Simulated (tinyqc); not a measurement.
Choice of the length.

One arm driven from 0 to V: phase 2 pi dneff L/lam; biased at quadrature the output swings between [1 -+ sin(phase/2)]/2; extinction ratio in dB; insertion loss = loss x L. The modulation amplitude is sin(phase/2) 10^(-insertion loss/10), as a share of the input power.

Inputs (values chosen for the exercise): wavelength lam = 1565 nm.

dneff = 0.0001034
loss = 5.5 dB/cm

Results:
```
L (mm)  phase (pi)  extinction (dB)  insertion loss (dB)  amplitude
0.3        0.03964           0.5412               0.1650    0.05991
0.45       0.05946           0.8125               0.2475    0.08810
0.99        0.1308            1.798               0.5445     0.1800
1.5         0.1982            2.749               0.8250     0.2533
2.2         0.2907            4.112                1.210     0.3337
3.2         0.4228            6.247                1.760     0.4110
4.8         0.6343            10.59                2.640     0.4571
7.2         0.9514            28.36                3.960     0.4006
```

Estimate the missing row, L = 0.66 mm.

Computed row:
```
L (mm)  phase (pi)  extinction (dB)  insertion loss (dB)  amplitude
0.66       0.08721            1.194               0.3630     0.1256
```

With this row back in the table: The amplitude goes from 0.0599 through a maximum of 0.457 (at L = 4.8 mm among the rows listed) to 0.401, while the extinction ratio rises from 0.541 to 28.4 dB. The phase grows linearly with length while the transmitted power falls exponentially, hence the maximum. Beyond a few millimetres electrode loss and velocity mismatch, left out here, limit the speed.

Program tinyqc, `OMP_NUM_THREADS=1 python tinyqc.py 2650122 2650123 out.jsonl`; Intel Xeon 2.30GHz, shared host, one thread, about 0.01 s.
